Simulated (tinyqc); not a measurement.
# Piezoresistors in the (001) plane of a cubic crystal: effect of the direction of the resistor

Plane stress in crystal axes x = [100], y = [010]. First-order piezoresistance: d rho_xx/rho = p11 sxx + p12 syy, d rho_yy/rho = p12 sxx + p11 syy, d rho_xy/rho = p44 sxy; a resistor along d = (cos th, sin th) changes by dR/R = d.(d rho/rho).d. Changes of geometry and second-order terms are left out.

For uniaxial stress along or across the current: pL = p11 - (A/2) sin^2(2 th), pT = p12 + (A/2) sin^2(2 th), A = p11 - p12 - p44. dR/R is for the given stress.

Values chosen for this exercise; coefficients close to those of lightly doped p-type silicon:

| symbol | value | unit | meaning |
|---|---|---|---|
| p11 | 6.34 | x 1e-11/Pa | piezoresistive coefficient |
| p12 | -1.16 | x 1e-11/Pa | piezoresistive coefficient |
| p44 | 130 | x 1e-11/Pa | piezoresistive coefficient |
| Sx | 246 | MPa | stress sxx |
| Sy | 175 | MPa | stress syy |
| St | -57 | MPa | shear stress sxy |

Results:

| th (deg) | pL (1e-11/Pa) | pT (1e-11/Pa) | pL - pT (1e-11/Pa) | dR/R (%) |
|---|---|---|---|---|
| 0 | 6.3400 | -1.1600 | 7.5000 | 1.3566 |
| 10 | 13.505 | -8.3249 | 21.830 | -1.1938 |
| 20 | 31.647 | -26.467 | 58.114 | -3.4687 |
| 30 | 52.278 | -47.097 | 99.375 | -5.1937 |
| 45 | 67.590 | -62.410 | 130.00 | -6.3196 |
| 60 | 52.278 | -47.097 | 99.375 | -5.4600 |
| 90 | 6.3400 | -1.1600 | 7.5000 | 0.82414 |

Estimate the missing row, th = 75 deg.

Computed row:

| th (deg) | pL (1e-11/Pa) | pT (1e-11/Pa) | pL - pT (1e-11/Pa) | dR/R (%) |
|---|---|---|---|---|
| 75 | 21.652 | -16.473 | 38.125 | -2.8452 |

With this row back in the table: The sum pL + pT = p11 + p12 = 5.18 holds in every row. |pL - pT|, which sets the output of a bridge under uniaxial stress, is largest at 45 degrees (130) and is 7.50 at 0 degrees. The change dR/R goes from 1.36 through a minimum of -6.32 (at th = 45 deg among the rows listed) to 0.824 %.

Program tinyqc, `OMP_NUM_THREADS=1 python tinyqc.py 2530144 2530145 out.jsonl`; Intel Xeon 2.30GHz, shared host, one thread, about 0.01 s.
